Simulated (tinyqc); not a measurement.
Inside a calculation. Model: effective-mass impurity with a central-cell term, in a basis of Slater functions. Computed by tinyqc, a small Python program that keeps every step. Command: `OMP_NUM_THREADS=1 python tinyqc.py 3026163 3026164 out.jsonl centralcell walk`. One thread of a shared host (Intel(R) Xeon(R) Processor @ 2.30GHz), about 0.01 s of CPU time with the checks. Intermediate numbers are printed to about 6 digits and carried at full precision; extremes and crossings named in words are read from the listed rows.

The envelope obeys H = -nabla^2 - (2/r) [Z + A exp(-kappa r)] in effective units, with kappa = a*/lambda; positive A deepens the well near the core.

Inputs (values chosen for the exercise, for a model semiconductor): effective mass m = 0.301 m_0; dielectric constant eps = 11.2; charge Z of the core = 1; central-cell strength A = 2; central-cell range lambda = 1.8 angstrom; basis size n = 4; smallest exponent zeta_1 = 0.47 1/a*; ratio beta of exponents = 2.1.

Impurity: donor, one isotropic band.

Constants: Ry = 13.605693123 eV; a_0 = 0.529177210903 angstrom.

## Effective units

Units: Ry* = Ry m/eps^2 and a* = a_0 eps/m, with m in m_0. kappa = a*/lambda; the hydrogenic ground state is bound by Z^2 Ry*.

Ry* = 32.6476 meV

a* = 19.6903 angstrom

kappa = 10.9391 1/a*

hydrogenic binding energy = 32.6476 meV

## Matrices over the s basis

zeta_i = zeta_1 beta^(i-1), i = 1..n. For s functions exp(-zeta r), with s = zeta_i + zeta_j: S = 2/s^3, T = zeta_i zeta_j S, V = -2 Z/s^2, W = -2 A/(s + kappa)^2; each function is normalised by dividing by sqrt(S_ii S_jj).

exponents (1/a*): [0.47, 0.987, 2.0727, 4.35267]

overlap S:
$$\begin{pmatrix}
1.00000 & 0.81721 & 0.46790 & 0.20869 \\
0.81721 & 1.00000 & 0.81721 & 0.46790 \\
0.46790 & 0.81721 & 1.00000 & 0.81721 \\
0.20869 & 0.46790 & 0.81721 & 1.00000
\end{pmatrix}$$

kinetic T (Ry*):
$$\begin{pmatrix}
0.2209 & 0.379096 & 0.455817 & 0.426935 \\
0.379096 & 0.974169 & 1.67181 & 2.01015 \\
0.455817 & 1.67181 & 4.29609 & 7.37269 \\
0.426935 & 2.01015 & 7.37269 & 18.9457
\end{pmatrix}$$

Coulomb V (Ry*):
$$\begin{pmatrix}
-0.94 & -1.19068 & -1.18974 & -1.00646 \\
-1.19068 & -1.974 & -2.50042 & -2.49845 \\
-1.18974 & -2.50042 & -4.1454 & -5.25088 \\
-1.00646 & -2.49845 & -5.25088 & -8.70534
\end{pmatrix}$$

central cell W (Ry*):
$$\begin{pmatrix}
-0.0117720 & -0.0328984 & -0.0846405 & -0.188448 \\
-0.0328984 & -0.0922599 & -0.238903 & -0.537636 \\
-0.0846405 & -0.238903 & -0.626137 & -1.43793 \\
-0.188448 & -0.537636 & -1.43793 & -3.41908
\end{pmatrix}$$

## Generalised eigenproblem

(T + V + W) c = E S c with c^T S c = 1 and the largest component positive.

two lowest levels (Ry*): [-1.13068, -0.25225]

coefficients of the lowest state: [-0.083541, 0.977332, 0.081373, 0.039026]

<T> = 1.38455 Ry*

<W> = -0.177953 Ry*

## Converged levels

Large basis: zeta_i = 0.06 x 1.6^(i-1), i = 1..22, same formulas; for p functions r exp(-zeta r): S = 24/s^5, T = zeta_i zeta_j S (centrifugal term included), V = -12 Z/s^4, W = -12 A/(s + kappa)^4; overlap eigenvalues below 1e-11 are dropped. Binding energies are -E Ry*; the effective quantum number is nu = Z/sqrt(-E); |psi(0)|^2 is given relative to the hydrogenic Z^3/(pi a*^3).

1s binding energy = 36.9921 meV

2s binding energy = 8.66988 meV

2p binding energy = 8.16339 meV

effective quantum number of 1s = 0.939445

relative |psi(0)|^2 = 2.75934

The central cell moves 1s by +4.344 meV, 2s by +0.508 meV and 2p by +0.0015 meV: p states vanish at the core, so the 2p level gives the hydrogenic scale and 1s the chemical shift. The small basis lies 0.078 meV above the converged 1s level.

## Chemical shift by three methods

First order: shift = 8 A Z^3/(2 Z + kappa)^2 Ry*. One exponent: minimise zeta^2 - 2 Z zeta - 8 A zeta^3/(2 zeta + kappa)^2 by golden section on 0.2 to 6 Z. All shifts are the binding beyond Z^2 Ry*.

Shift of the 1s binding energy (meV):
```
A     first order  one exponent  large basis
-2.0     -3.12008      -2.67102     -2.42900
-1.0     -1.56004      -1.43755     -1.36568
0.2       0.31201       0.31752      0.32114
0.5       0.78002       0.81558      0.83964
1.0       1.56004       1.71053      1.81772
2.0       3.12008       3.80231      4.34447
2.5       3.90010       5.04372      6.00634
```

The three columns are ordered, first order <= one exponent <= large basis, since each is a variational bound with more freedom. At the largest attractive A first order gives 65 % and one exponent 84 % of the shift; at the most repulsive A the true shift is -2.429 meV against -3.120. Attraction pulls the envelope in and feeds itself, repulsion pushes it out and saturates.

## Convergence with the basis

The error is the lowest level above the large-basis value.

Error of the 1s level:
```
n  error (meV)  largest exponent (1/a*)
1  1.31309e+01                   0.4700
2  1.07454e+00                   0.9870
3  2.35606e-01                   2.0727
4  7.81423e-02                   4.3527
5  1.02177e-02                   9.1406
6  9.87219e-03                  19.1953
7  9.48995e-03                  40.3101
8  9.32623e-03                  84.6512
```

The error falls from 13.1 to 0.00933 meV. The last function changes it by less than 5 %: it has levelled off, and what remains is set by beta and zeta_1, not by the range of exponents.

Checks made by the program: the large basis at A = 0 against Z^2, Z^2/4 and Z^2/4 (relative difference 5e-06).
